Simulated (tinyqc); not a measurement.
# Convergence with the mesh in the empty well

In an empty well of width L and depth Vb, level k solves kw L/2 = (k - 1) pi/2 + arctan(sqrt((mw/mb)(Vb - E)/E)) with kw = sqrt(mw E/C), C = hbar^2/(2 m0). Mesh: N intervals across the well, hz = L/N, nodes at (i + 1/2) hz from an edge, mass (mw + mb)/2 on the interval that holds an interface, walls 3 L outside the edges; H_ii = C (1/m_(i-1/2) + 1/m_(i+1/2))/hz^2 + V_i, H_(i,i+1) = -C/(m_(i+1/2) hz^2). No field, no charge.

Inputs (values chosen for the exercise); material values close to those of strained Si in SiGe (two lower valleys): mass along z in the well mw = 0.925 m0; mass along z in the barriers mb = 0.908 m0; barrier height Vb = 0.203 eV; well width L = 5.8674 nm.

Constants: q = 1.602176634e-19 C, hbar = 1.054571817e-34 J s, m0 = 9.1093837015e-31 kg, hbar^2/(2 m0) = 0.0380998212 eV nm^2. Results are converted to the units shown.

The same in every row: exact E1 (meV) = 8.8778.

Result of one run:

| E1 on the mesh (meV) | error (%) |
|---|---|
| 8.8746 | -0.0360 |

Which number of intervals N gave this result: 4, 16, 32 or 128?

N = 128.

The whole series:

| N | E1 on the mesh (meV) | error (%) |
|---|---|---|
| 4 | 6.9092 | -22.2 |
| 8 | 8.1906 | -7.74 |
| 16 | 8.6830 | -2.19 |
| 32 | 8.8273 | -0.569 |
| 64 | 8.8651 | -0.144 |
| 128 | 8.8746 | -0.0360 |

The error goes from -22 % to -0.036 %; between N = 32 and 64 it shrinks by a factor of 4.0, the 4 of a second-order scheme.

Computed by the program tinyqc: `OMP_NUM_THREADS=1 python tinyqc.py 2140002 2140003 out.jsonl`, one thread of a shared Intel Xeon 2.30GHz, about 0.2 s for the whole run.
